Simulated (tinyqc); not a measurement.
Strain-driven roughening and islands of a mismatched epitaxial film: one step, computed by the program tinyqc.

Film and substrate share isotropic elastic constants; the film is coherent and biaxially strained.

Task: Which shape at the volume V. Shallow faceted island (Tersoff form): E = 4 Gam V^(2/3) tan^(1/3)(theta) - 6 c V tan(theta), Gam = gamma [x/sin(theta) - 1/tan(theta)], x the facet energy over gamma, c = stress^2 (1 - nu)/(2 pi G). The two energies cross at V_x^(1/3) = 4 [Gam_2 t2^(1/3) - Gam_1 t1^(1/3)]/(6 c (t2 - t1)), t = tan(theta); mu = dE/dV.

Inputs (values chosen for the exercise, for a model film):
```
quantity                                     value     unit
shear modulus G                               79.2      GPa
Poisson ratio nu                              0.19        -
surface energy gamma                          1.89    J/m^2
contact angle of the shallow shape theta_1    8.08  degrees
contact angle of the steep shape theta_2      32.9  degrees
facet energy of shape 1 over gamma          0.9978        -
facet energy of shape 2 over gamma           1.035        -
island volume V                                 50     nm^3
```

stress = 4.700764 GPa

Gam of shape 2 = 0.6798340 J/m^2

Gam of shape 1 = 0.1039051 J/m^2

c = 0.03596805 GPa

Constants: e = 1.602176634e-19 C.

Give: E of shape 1; E of shape 2; crossing volume V_x; jump of mu at V_x, shape 2 less shape 1.

Result:

E of shape 1 = 8.8054 eV

E of shape 2 = 155.66 eV

crossing volume V_x = 7520.5 nm^3

jump of mu at V_x, shape 2 less shape 1 = -36.325 MJ/m^3

At V the shallow shape is lower, though both lie above the flat film. At V_x the chemical potential drops, so islands that have turned steep grow at the cost of the shallow ones. Caution: the shallow-slope form overstates the relaxation of facets steeper than about 25 degrees.
